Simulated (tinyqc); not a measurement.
The product rho l across metals: free and nearly free electrons in a metal.

Constants: hbar^2/2m0 = 3.80998211 eV angstrom^2; hbar = 6.58211957e-16 eV s.

Free electrons with m = 1; fcc cells hold 4 atoms and bcc cells 2; n = atoms z/a^3, kF = (3 pi^2 n)^(1/3), rho l = hbar kF/(n e^2), e = 1.602176634e-19 C. Inputs are chosen for the exercise.

Cases:
```
case     lattice  a (angstrom)  z  rho (micro-ohm cm)
near Cu      fcc         3.607  1                1.72
near Au      fcc         4.077  1                2.15
near Ag      fcc         4.048  1                1.68
near Ca      fcc         5.596  2                3.57
near Li      bcc         3.469  1                9.14
near Al      fcc         4.046  3                2.54
```

Rank the cases by rho l (1e-16 ohm m^2), lowest first.

Answer: near Al, near Cu, near Ag, near Au, near Li, near Ca.

Results:
```
case     lattice  a (angstrom)  z  rho (micro-ohm cm)  kF (1/angstrom)  EF (eV)  l (nm)  rho l (1e-16 ohm m^2)
near Cu      fcc         3.607  1                1.72            1.361     7.06    38.2                   6.56
near Au      fcc         4.077  1                2.15            1.205     5.53    39.0                   8.38
near Ag      fcc         4.048  1                1.68            1.213     5.61    49.2                   8.26
near Ca      fcc         5.596  2                3.57            1.106     4.66    27.9                   9.95
near Li      bcc         3.469  1                9.14            1.124     4.81    10.5                   9.63
near Al      fcc         4.046  3                2.54            1.751    11.68    15.6                   3.97
```

rho l falls as n^(-2/3): it is lowest for the case near Al and highest for near Ca. The lowest bulk rho belongs to near Ag; in very narrow wires, where rho l rules, the order changes. Real Fermi surfaces depart from spheres, most for the polyvalent and noble metals.

Computed by tinyqc, a small Python program: `OMP_NUM_THREADS=1 python tinyqc.py 1681323 1681324 out.jsonl` (the numbers bound the seed that draws the inputs); one thread of a shared host (Intel(R) Xeon(R) Processor @ 2.30GHz), about 0.01 s for the whole set of steps.
